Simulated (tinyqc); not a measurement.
The basis set: RHF and MP2 along a ladder of basis sets, for H2, spin multiplicity 1. Computed by the program tinyqc with PySCF. Same geometry throughout; the dipole is taken about the origin.

Geometry (angstrom):

| atom | x | y | z |
|---|---|---|---|
| H | 0.0000 | 0.0000 | 0.0000 |
| H | 0.0000 | 0.0000 | 0.6700 |

RHF and frozen-core MP2 in a ladder of bases:

| basis | functions | E(RHF) (hartree) | E(MP2 corr) (hartree) | HOMO (eV) | LUMO (eV) | dipole (debye) |
|---|---|---|---|---|---|---|
| sto-3g | 2 | -1.11552 | -0.01159 | -16.561 | 20.375 | 0.000 |
| 6-31g | 4 | -1.12381 | -0.01662 | -16.817 | 6.990 | 0.000 |
| 6-31g** | 10 | -1.12805 | -0.02622 | -16.801 | 7.001 | 0.000 |
| cc-pvdz | 10 | -1.12360 | -0.02572 | -16.723 | 5.727 | 0.000 |
| aug-cc-pvdz | 18 | -1.12371 | -0.02662 | -16.735 | 1.695 | 0.000 |
| cc-pvtz | 28 | -1.12957 | -0.03145 | -16.797 | 4.802 | 0.000 |

Estimate the missing row, basis = 3-21g.

Computed row:
```
basis  functions  E(RHF) (hartree)  E(MP2 corr) (hartree)  HOMO (eV)  LUMO (eV)  dipole (debye)
3-21g          4          -1.11939               -0.01667    -16.739      7.740           0.000
```

From cc-pVDZ to cc-pVTZ the RHF energy falls by 6.0 mhartree and the correlation energy by 5.7. If valence correlation converges as X^-3, (27 E(T) - 8 E(D))/19 gives -0.0339 hartree, a rough estimate from such small X that usually falls short; STO-3G holds about 34 % of it. Beyond STO-3G the LUMO moves by 6.0 eV and the HOMO by 0.1 eV; diffuse functions lower the positive LUMO sharply, since an unbound virtual level tracks the most diffuse function.
